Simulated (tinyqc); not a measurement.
Electromigration in a confined line: Blech product, Korhonen stress evolution and Black's law: one step, computed by the program tinyqc.

The electron wind pushes atoms from the cathode (x = 0) to the anode (x = L); blocking ends build a back stress (tension positive). The input rho is taken not to change with temperature. d sigma/dt = d/dx [kappa (d sigma/dx + G)], with zero flux at both ends and sigma = sigma_0 at t = 0.

Task: Extrapolation by Black's law. Median life t50 = A j^(-n) exp(E/(k_B T)); acceleration factor = t50(use)/t50(test) = (j/j_u)^n exp[(E/k_B)(1/T_u - 1/T)]. Temperatures in kelvin are T(C) + 273.15.

Inputs (values chosen for the exercise, close to those used for aluminium lines): activation energy E = 0.715 eV; current density j = 0.88 MA/cm^2; test temperature T = 200 C; use temperature T_u = 105 C; use current density j_u = 0.63 MA/cm^2; current exponent n = 1.5.

Start: thermal stress.

Constants: k_B = 8.617333262e-05 eV/K.

Give: current factor; temperature factor; acceleration factor.

Result:

current factor = 1.651

temperature factor = 81.90

acceleration factor = 135.2
